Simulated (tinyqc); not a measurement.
Changing the width sigma_m of the model charge: correction of a charged-defect supercell by a model charge and potential alignment (plane-averaged potentials). Computed by tinyqc, a small Python program. Command: `OMP_NUM_THREADS=1 python tinyqc.py 3111730 3111731 out.jsonl align sweep`. One thread of a shared host (Intel(R) Xeon(R) Processor @ 2.30GHz), about 0.02 s of CPU time with the checks.

The "true" defect charge is (1 - x) q in a Gaussian of width sigma plus x q in one of width sigma_t, so the exact answer is known; the correction sees only a single model Gaussian of width sigma_m. A Gaussian of width s has the transform rho(G) = exp(-G^2 s^2/2), normalised to 1. A uniform background cancels q, so G = 0 is left out. Potentials are those felt by a unit positive charge. E_0 is the formation energy of the isolated defect, E_cell its value in the supercell, E_lat = E_iso - E_per of the model charge, C the true less the model potential far from the defect; the exact correction is E_0 - E_cell, and the error of a scheme is E_cell plus its correction less E_0.

Inputs (values chosen for the exercise, with screening close to that of diamond): defect charge q = -1 e; dielectric constant eps = 5.72; edge of the cubic cell L = 9.62 angstrom; width sigma of the true defect charge = 0.77 angstrom; share x of the charge in a wide tail = 0; width sigma_t of the tail = 1.2 angstrom; formation energy of the isolated defect E_0 = 5.3 eV.

Constants: e^2/(4 pi eps_0) = 14.39964548 eV angstrom.

Method:
- Periodic energy E_per = (2 pi q^2/(eps L^3)) (e^2/(4 pi eps_0)) sum_(G != 0) rho(G)^2/G^2, G = (2 pi/L)(n1, n2, n3), |n_i| <= 16. Isolated energy: two Gaussians of charges q_a, q_b and widths a, b interact by q_a q_b (e^2/(4 pi eps_0 eps)) sqrt(2/pi)/sqrt(a^2 + b^2), and the self-energy is half the sum over pairs.
- Supercell value E_cell = E_0 + E_per - E_iso for the true charge.
- E_lat = E_iso - E_per for the model charge; point-charge value alpha q^2 e^2/(4 pi eps_0 eps 2 L) with alpha = 2.837297.
- Plane-averaged potential at distance z from the defect: V(z) = (4 pi q/(eps L^3)) (e^2/(4 pi eps_0 e)) sum_(m != 0) rho(G_m) cos(G_m z)/G_m^2, G_m = 2 pi m/L, |m| <= 40.
- C = difference at z = L/2; E_corr = E_cell + E_lat - q C. For charges that have died out at L/2, C = (2 pi q/(eps L^3)) (e^2/(4 pi eps_0 e)) (<s^2> - sigma_m^2), <s^2> = (1 - x) sigma^2 + x sigma_t^2.

One run for each value; columns: (1) width sigma_m of the model charge (angstrom); (2) E_lat (eV); (3) alignment C (V); (4) error without alignment (meV); (5) error with alignment (rounded to 1e-4 meV) (meV):
```
(1)      (2)        (3)     (4)        (5)
0.48  0.3671  -0.006440   6.440          0
0.56  0.3657  -0.004962   4.962          0
0.63  0.3642  -0.003482   3.482          0
0.70  0.3625  -0.001828   1.828          0
0.78  0.3604   0.000275  -0.275          0
0.85  0.3584   0.002303  -2.303          0
0.93  0.3559   0.004833  -4.833          0
1.00  0.3535   0.007233  -7.233  -1.00e-04
```

Over the rows, E_lat (eV) falls from 0.367 to 0.353 (exponent d ln y / d ln x -0.026 between the first rows and -0.093 between the last); alignment C (V) rises from -0.00644 to 0.00723; error without alignment (meV) falls from 6.44 to -7.23. E_lat and q C each change with the model width, by 14 and 14 meV over the rows, while the aligned error changes by 0.0 meV.
